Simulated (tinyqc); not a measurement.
# Changing the J1

Model: polytypes and stacking faults of a tetrahedral semiconductor in an axial Ising model with couplings up to third neighbours. Computed by tinyqc, a small Python program. Command: `OMP_NUM_THREADS=1 python tinyqc.py 3005063 3005064 out.jsonl polytype sweep`. One thread of a shared host (Intel(R) Xeon(R) Processor @ 2.30GHz), about 0.01 s of CPU time with the checks.

Each double layer has s = +1 or -1 for the sense of its stacking step; E per pair of atoms = E0 - sum_n J_n <s_i s_(i+n)>, n = 1, 2, 3. Hexagonality h = (1 - <s_i s_(i+1)>)/2.

Inputs (values chosen for the exercise, for a model crystal): J2 = -0.921 meV/pair; J3 = -0.18 meV/pair; basal lattice constant a = 4 angstrom; shear modulus G = 50.5 GPa; Poisson ratio nu = 0.26; gap of 3C = 1.52 eV; gap of 4H = 1.51 eV.

Host polytype: 3C.

correlations of the repeat units 3C (+), 2H (+-), 4H (++--), 6H (+++---), 15R (+++--), 8H (++++----), 21R (++++---), 9R (++-), rows 3C, 2H, 4H, 6H, 15R, 8H, 21R, 9R, columns n = 1, n = 2, n = 3:
$$\begin{pmatrix}
1.000000 & 1.000000 & 1.000000 \\
-1.000000 & 1.000000 & -1.000000 \\
0.000000 & -1.000000 & 0.000000 \\
0.333333 & -0.333333 & -1.000000 \\
0.200000 & -0.600000 & -0.600000 \\
0.500000 & 0.000000 & -0.500000 \\
0.428571 & -0.142857 & -0.714286 \\
-0.333333 & -0.333333 & 1.000000
\end{pmatrix}$$

fault coefficients k_n, rows intrinsic, extrinsic, twin boundary, columns J1, J2, J3:
$$\begin{pmatrix}
4 & 4 & 4 \\
4 & 8 & 8 \\
2 & 4 & 6
\end{pmatrix}$$

Constants: 1 eV/angstrom^2 = 16.02176634 J/m^2.

Method:
- E - E(3C) = sum_n J_n (1 - C_n), C_n = <s_i s_(i+n)>. The gap is taken linear in h between 3C (h = 0) and 4H (h = 1/2), a rough rule, with a dash beyond.
- Faults in 3C: the sequences intrinsic (-), extrinsic (--), twin boundary (+ turns to -) are put between perfect repeats; k_n = (layers x C_n of the host) - sum_i s_i s_(i+n). gamma = sum k_n J_n/A, A = (sqrt 3/2) a^2; 1 meV/angstrom^2 = 16.02177 mJ/m^2.
- Screw line, bounded by the intrinsic fault of energy gamma: b = a, partials b_p = a/sqrt 3; d = G b_p^2 (2 - 3 nu)/(8 pi gamma (1 - nu)). One partial is driven off by the shear stress gamma/b_p along its Burgers vector.

One run for each value; columns: (1) J1 (meV/pair); (2) E(2H) - E(3C) (meV/pair); (3) E(4H) - E(3C) (meV/pair); (4) E(6H) - E(3C) (meV/pair); (5) energy of the glide fault, intrinsic (mJ/m^2); (6) splitting width d (nm):
```
(1)     (2)     (3)     (4)     (5)     (6)
14.0  27.64  11.978   7.745  59.659  2.9614
14.7  29.04  12.678   8.212  62.897  2.8090
15.4  30.44  13.378   8.679  66.134  2.6715
16.1  31.84  14.078   9.145  69.372  2.5468
16.8  33.24  14.778   9.612  72.609  2.4332
17.5  34.64  15.478  10.079  75.847  2.3294
18.2  36.04  16.178  10.545  79.084  2.2340
18.9  37.44  16.878  11.012  82.322  2.1462
19.6  38.84  17.578  11.479  85.559  2.0650
```

What does the table show, and why?

Over the rows, E(2H) - E(3C) (meV/pair) rises from 27.6 to 38.8; E(4H) - E(3C) (meV/pair) rises from 12.0 to 17.6; E(6H) - E(3C) (meV/pair) rises from 7.75 to 11.5. All energies are linear in J1, with slopes 2, 1 and 2/3 for 2H, 4H and 6H: twice the hexagonality.

Extremes, crossings and ranges named in words are read from the listed rows.
